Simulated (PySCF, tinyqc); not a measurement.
CIS and TDHF on RHF in the sto-6g basis, for BeH+, spin multiplicity 1, step by step. The lowest restricted solution is unstable here: a spin-polarised one lies 0.0001 hartree lower (PySCF). One step of it, computed by the program tinyqc.

Task: CIS matrix, singlets. A(ia,jb) = (e_a - e_i) d_ij d_ab + 2 (ia|jb) - (ij|ab).

orbital energies (hartree): MO1 -5.071346, MO2 -0.675506, MO3 -0.256916, MO4 -0.133673, MO5 -0.133673, MO6 0.163244

Two-electron integrals over orbitals (pq|rs), unique and non-zero (hartree):
```
(11|11) 2.284503    (21|11) -0.169708   (21|21) 0.021659    (22|11) 0.461200
(22|21) 0.000020    (22|22) 0.481869    (31|11) -0.177377   (31|21) 0.018101
(31|22) -0.015256   (31|31) 0.028522    (32|11) 0.065565    (32|21) -0.005841
(32|22) -0.067242   (32|31) 0.001667    (32|32) 0.050579    (33|11) 0.543022
(33|21) -0.011804   (33|22) 0.321840    (33|31) 0.003026    (33|32) 0.034254
(33|33) 0.445424    (41|41) 0.015880    (42|41) 0.013620    (42|42) 0.043868
(43|41) 0.013860    (43|42) 0.033107    (43|43) 0.050151    (44|11) 0.570109
(44|21) -0.005638   (44|22) 0.353473    (44|31) -0.005789   (44|32) 0.032084
(44|33) 0.391025    (44|44) 0.450117    (51|51) 0.015880    (52|51) 0.013620
(52|52) 0.043868    (53|51) 0.013860    (53|52) 0.033107    (53|53) 0.050151
(54|54) 0.024258    (55|11) 0.570109    (55|21) -0.005638   (55|22) 0.353473
(55|31) -0.005789   (55|32) 0.032084    (55|33) 0.391025    (55|44) 0.401601
(55|55) 0.450117    (61|11) 0.096721    (61|21) -0.015808   (61|22) -0.009275
(61|31) -0.004086   (61|32) 0.007725    (61|33) 0.016283    (61|44) 0.002212
(61|55) 0.002212    (61|61) 0.017824    (62|11) -0.137140   (62|21) 0.001895
(62|22) 0.033547    (62|31) 0.008255    (62|32) -0.052521   (62|33) -0.020163
(62|44) -0.067028   (62|55) -0.067028   (62|61) 0.003570    (62|62) 0.122252
(63|11) 0.062215    (63|21) -0.002841   (63|22) -0.056570   (63|31) 0.005512
(63|32) 0.045211    (63|33) 0.055089    (63|44) 0.028519    (63|55) 0.028519
(63|61) 0.006830    (63|62) -0.056079   (63|63) 0.061410    (64|41) -0.008032
(64|42) -0.027438   (64|43) -0.010604   (64|64) 0.023923    (65|51) -0.008032
(65|52) -0.027438   (65|53) -0.010604   (65|65) 0.023923    (66|11) 0.492926
(66|21) -0.001212   (66|22) 0.486168    (66|31) -0.013905   (66|32) -0.069389
(66|33) 0.349268    (66|44) 0.357594    (66|55) 0.357594    (66|61) -0.007196
(66|62) 0.061598    (66|63) -0.059520   (66|66) 0.524259
```

Give: CIS matrix A, singlet.

Result:

CIS matrix A, singlet (hartree), lower triangle:
```
        1>3    1>4    1>5    1>6     2>3    2>4    2>5    2>6
1>3   4.328
1>4   0.000  4.399
1>5   0.000  0.000  4.399
1>6  -0.070  0.000  0.000  4.777
2>3   0.015  0.000  0.000  0.018   0.198
2>4   0.000  0.033  0.000  0.000   0.000  0.276
2>5   0.000  0.000  0.033  0.000   0.000  0.000  0.276
2>6   0.019  0.000  0.000  0.008  -0.048  0.000  0.000  0.597
```
